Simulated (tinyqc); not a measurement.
## Dose and depth of a threshold implant

Inverse problem. A sheet of D acceptors per cm^2 lies at depth xi inside the depleted layer of a body doped Na. In the depletion approximation VT = Vfb + f2 + q D/Cox + gamma sqrt(f2 + Vsb - q D xi/(eps0 eps_r)), gamma = sqrt(2 eps0 eps_r q Na)/Cox, Cox = eps0 eox/tox. Find gamma, D and xi.

Values chosen for this exercise; band and dielectric values close to those of 4H silicon carbide: relative permittivity eps_r = 9.86; acceptor density deep in the body Na = 1.1e17 cm^-3; relative permittivity of the gate insulator (close to aluminium oxide) eox = 9.16; insulator thickness tox = 17 nm; flat-band voltage Vfb = -0.81 V; band bending 2 phiF at threshold f2 = 3 V.

Constants: q = 1.602176634e-19 C, eps0 = 8.8541878128e-14 F/cm where lengths are in cm. Results are converted to the units shown.

VT against the source at Vsb = 0 and 2.1 V (V): 3.0609787  3.2603369

Answer. With y^2 = f2 - q D xi/(eps0 eps_r) and d the difference of the thresholds over gamma, sqrt(y^2 + Vsb) - y = d gives y = (Vsb - d^2)/(2 d). The first threshold then gives D, and y^2 gives xi.

gamma = 0.3677 V^0.5
D = 7.700e11 cm^-2
xi = 16.00 nm

Program tinyqc, `OMP_NUM_THREADS=1 python tinyqc.py 2080049 2080050 out.jsonl`; Intel Xeon 2.30GHz, shared host, one thread, about 0.6 s.
